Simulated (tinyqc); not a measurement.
## Permittivity and interlayer from two capacitances

Question. A two-layer stack has Cox = eps0/(t1/e1 + t2/e2) and EOT = 3.9 eps0/Cox. Find e2, the EOT of layer 1 and, with e1 given, t1.

Inputs (values chosen for the exercise):
```
symbol  value  unit                           meaning
e1       3.93        relative permittivity of layer 1
```

Constants: eps0 = 8.8541878128e-14 F/cm where lengths are in cm. Results are converted to the units shown.

Cox at t2 = 2.1 and 8.3 nm (uF/cm^2): [3.9289553, 1.7190030]

Answer. EOT is linear in t2 with slope 3.9/e2, and its intercept is the EOT of layer 1.

e2 = 21.4
EOT of layer 1 = 0.496 nm
t1 = 0.500 nm

Numbers from tinyqc (`OMP_NUM_THREADS=1 python tinyqc.py 2010038 2010039 out.jsonl`; about 0.01 s on one thread of a shared Intel Xeon 2.30GHz).
